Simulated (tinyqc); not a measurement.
# Worked calculation: van der Pauw, Hall and four-point-probe measurements on a doped layer

Computed by the program tinyqc: `OMP_NUM_THREADS=1 python tinyqc.py 2850122 2850123 out.jsonl`, one thread of a shared Intel Xeon 2.30GHz, about 0.04 s for the whole run. Printed values are rounded.

A uniform p-type layer with sheet resistance Rs = 1/(q ns mu), point contacts, low field (mu B small).

Inputs (values chosen for the exercise):

| symbol | value | unit | meaning |
|---|---|---|---|
| ns | 3.2e13 | cm^-2 | sheet density of the layer |
| mu | 23 | cm^2/(V s) | drift mobility |
| rH | 1 |  | Hall factor |
| B | 0.5 | T | magnetic field |
| I | 100 | uA | current |
| ar | 1.71 |  | side ratio a/b of a rectangular sample with corner contacts |
| t | 440 | nm | thickness of the layer |

Constants: q = 1.602176634e-19 C. Results are converted to the units shown.

## Resistances and Hall voltage

Rs = 1/(q ns mu). For a rectangle with contacts at the corners, RA = (8 Rs/pi) sum_(k>=0) ln coth((2k + 1) pi a/(2 b)) with current along a short side b and voltage along the opposite one, RB the same with a and b exchanged; Hall voltage VH = rH B I/(q ns), negative for electrons.

Rs = 8480.31 ohm/square
RA = 200.591 ohm
RB = 7116.69 ohm
VH = 0.975236 mV

RB/RA = 35.5; for a square both equal Rs ln 2/pi = 1870 ohm.

## Starting value

z = 2 ln 2/(pi (RA + RB)), exact for RA = RB.

z at the start = 0.0603053 mS

## Iteration 1: new z

The van der Pauw equation exp(-pi RA z) + exp(-pi RB z) = 1 is solved for z = 1/Rs: e1 = exp(-pi RA z), e2 = exp(-pi RB z), f = e1 + e2 - 1, f' = -pi (RA e1 + RB e2), z(new) = z - f/f'.

e1 = 0.962710
e2 = 0.259684
f = 0.222394
f' = -6.41262 kohm
z after iteration 1 = 0.0949860 mS

## Iteration 2: new z

As before.

e1 = 0.941899
e2 = 0.119592
f = 0.0614901
f' = -3.26736 kohm
z after iteration 2 = 0.113805 mS

## Course of the iteration

Stop when the step is below 1e-10 mS, or after 40 iterations.

Course of the iteration:
```
iteration  z before the step (mS)  step (mS)
1                       0.0603053     0.0347
2                       0.0949860     0.0188
3                        0.113805    3.98e-3
4                        0.117781    1.39e-4
5                        0.117920    1.60e-7
6                        0.117920   2.11e-13
```

Converged in 6 iterations.

## Sheet density, mobility and bulk values

converged z = 0.117920 mS

Rs = 1/z; Hall sheet density B I/(q |VH|); Hall mobility |VH|/(Rs B I); true values ns = rH times the Hall density, mu = Hall mobility/rH; bulk density ns/t, resistivity Rs t; correction factor F = Rs/[(pi/ln 2)(RA + RB)/2].

Rs = 8480.31 ohm/square
Hall sheet density = 3.2e13 cm^-2
Hall mobility = 23 cm^2/(V s)
ns = 3.2e13 cm^-2
mu = 23 cm^2/(V s)
bulk density = 7.27273e17 cm^-3
resistivity = 0.373134 ohm cm
F = 0.511408

Taking the mean of RA and RB without F would overstate Rs by 96 %.
